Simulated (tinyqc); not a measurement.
CCSD on RHF in the 3-21g basis, for H2, spin multiplicity 1, step by step. One step of it, computed by the program tinyqc.

Problem. Iteration 1: building the Fock matrix. J_ij = sum D_kl (ij|kl), K_ij = sum D_kl (ik|jl); F = H + J - 0.5 K; E = tr D H + tr D J / 2 - 0.25 tr D K + E_nn.

D at the start, order 1H 1s, 1H 2s, 2H 1s, 2H 2s:
$$\begin{pmatrix}
0.236132 & 0.203801 & 0.236132 & 0.203801 \\
0.203801 & 0.175897 & 0.203801 & 0.175897 \\
0.236132 & 0.203801 & 0.236132 & 0.203801 \\
0.203801 & 0.175897 & 0.203801 & 0.175897
\end{pmatrix}$$

core Hamiltonian H = T + V (hartree), order 1H 1s, 1H 2s, 2H 1s, 2H 2s:
$$\begin{pmatrix}
-0.696776 & -0.826707 & -0.407936 & -0.558503 \\
-0.826707 & -0.879420 & -0.558503 & -0.728379 \\
-0.407936 & -0.558503 & -0.696776 & -0.826707 \\
-0.558503 & -0.728379 & -0.826707 & -0.879420
\end{pmatrix}$$

Two-electron integrals (ij|kl) in chemists' order, unique and non-zero (hartree):
```
(11|11) 1.140145   (21|11) 0.611403   (21|21) 0.345152   (22|11) 0.626370
(22|21) 0.380329   (22|22) 0.482957   (31|11) 0.165532   (31|21) 0.096307
(31|22) 0.110959   (31|31) 0.039424   (32|11) 0.221245   (32|21) 0.136885
(32|22) 0.178955   (32|31) 0.061229   (32|32) 0.114799   (33|11) 0.520070
(33|21) 0.329915   (33|22) 0.454260   (33|31) 0.165532   (33|32) 0.344053
(33|33) 1.140145   (41|11) 0.344053   (41|21) 0.195434   (41|22) 0.217605
(41|31) 0.061229   (41|32) 0.089301   (41|33) 0.221245   (41|41) 0.114799
(42|11) 0.410946   (42|21) 0.252056   (42|22) 0.328378   (42|31) 0.086847
(42|32) 0.152308   (42|33) 0.410946   (42|41) 0.152308   (42|42) 0.248774
(43|11) 0.329915   (43|21) 0.207885   (43|22) 0.284931   (43|31) 0.096307
(43|32) 0.195434   (43|33) 0.611403   (43|41) 0.136885   (43|42) 0.252056
(43|43) 0.345152   (44|11) 0.454260   (44|21) 0.284931   (44|22) 0.394449
(44|31) 0.110959   (44|32) 0.217605   (44|33) 0.626370   (44|41) 0.178955
(44|42) 0.328378   (44|43) 0.380329   (44|44) 0.482957
```

nuclear repulsion = 0.52549872 hartree

Give: Coulomb J; exchange K; Fock matrix F; total energy of this density.

Solution.

Coulomb J (hartree), order 1H 1s, 1H 2s, 2H 1s, 2H 2s:
$$\begin{pmatrix}
1.4190 & 0.8343 & 0.2948 & 0.5044 \\
0.8343 & 1.0102 & 0.5044 & 0.7678 \\
0.2948 & 0.5044 & 1.4190 & 0.8343 \\
0.5044 & 0.7678 & 0.8343 & 1.0102
\end{pmatrix}$$

exchange K (hartree), order 1H 1s, 1H 2s, 2H 1s, 2H 2s:
$$\begin{pmatrix}
0.9600 & 0.8181 & 0.5996 & 0.6992 \\
0.8181 & 0.8103 & 0.6992 & 0.7608 \\
0.5996 & 0.6992 & 0.9600 & 0.8181 \\
0.6992 & 0.7608 & 0.8181 & 0.8103
\end{pmatrix}$$

Fock matrix F (hartree), order 1H 1s, 1H 2s, 2H 1s, 2H 2s:
$$\begin{pmatrix}
0.2422 & -0.4014 & -0.4129 & -0.4037 \\
-0.4014 & -0.2743 & -0.4037 & -0.3410 \\
-0.4129 & -0.4037 & 0.2422 & -0.4014 \\
-0.4037 & -0.3410 & -0.4014 & -0.2743
\end{pmatrix}$$

total energy of this density = -1.059523 hartree
